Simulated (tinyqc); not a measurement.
Capacitance measurement on a leaky thin oxide: effects of series resistance and leakage: effect of the gate leakage current density, not matched to the thickness.

The device is a capacitance C in parallel with a leakage conductance G, in series with Rs and Ls. An impedance meter reports either a parallel pair (Cp, Gp) from Y = 1/Z = Gp + i w Cp or a series pair (Cs, Rm) from Z = Rm + 1/(i w Cs); w = 2 pi f, dissipation D = Gp/(w |Cp|).

EOT = 3.9 tox/eox; CET = EOT + zc + zp; C = 3.9 eps0 A/CET; G = Jg A/Vs. Z = Rs + i w Ls + 1/(G + i w C); CET read from Cp = 3.9 eps0 A/Cp; errors under 0.001 % are printed as 0.

Parameters, values chosen for the exercise; values of the order met in thin-oxide MOS capacitors: relative permittivity of the gate insulator (close to silicon nitride) eox = 7.37; insulator thickness tox = 3.6 nm; gate area A = 100 um^2; oxide-equivalent thickness added by the accumulation layer zc = 0.29 nm; oxide-equivalent thickness added by gate depletion zp = 0.13 nm; voltage for an e-fold rise of the leakage Vs = 0.19 V; series resistance Rs = 12 ohm; series inductance Ls = 0 nH; measuring frequency f = 10000 Hz.

Constants: eps0 = 8.8541878128e-14 F/cm where lengths are in cm. Results are converted to the units shown.

The same in every row: C (pF) = 1.485.

Effect of the gate leakage current density, not matched to the thickness:
```
Jg (A/cm^2)  Cp (pF)  Cs (pF)         D  error of Cp (%)  error of Cs (%)  CET read from Cp (nm)
1e-5           1.485    1.485  5.651e-4                0                0                  2.325
0.0001         1.485    1.485  0.005641                0          3.18e-3                  2.325
0.001          1.485    1.490   0.05640                0            0.318                  2.325
0.02           1.485    3.375     1.128                0              127                  2.325
0.2            1.485    190.5     11.28         -2.53e-3           1.27e4                  2.325
2              1.485  1.890e4     112.8          -0.0253           1.27e6                  2.326
30             1.480  4.252e6      1695           -0.378           2.86e8                  2.334
300            1.430  4.252e8   1.724e4            -3.68          2.86e10                  2.414
```

What does the table show?

As Jg goes from 1e-5 to 300, the error of Cp goes from 0 to -3.68 %, that of Cs from 0 to 2.86e10 %, and D rises from 5.65e-4 to 17200. The CET read from Cp goes from 2.33 to 2.41 nm against the true 2.33 nm. For Jg = 0.02, 0.2, 2, 30, 300 D exceeds 1, where the accuracy of real meters degrades in proportion to sqrt(1 + D^2).

tinyqc, about 0.01 s, one thread, Intel Xeon 2.30GHz (shared host): `OMP_NUM_THREADS=1 python tinyqc.py 2022192 2022193 out.jsonl`
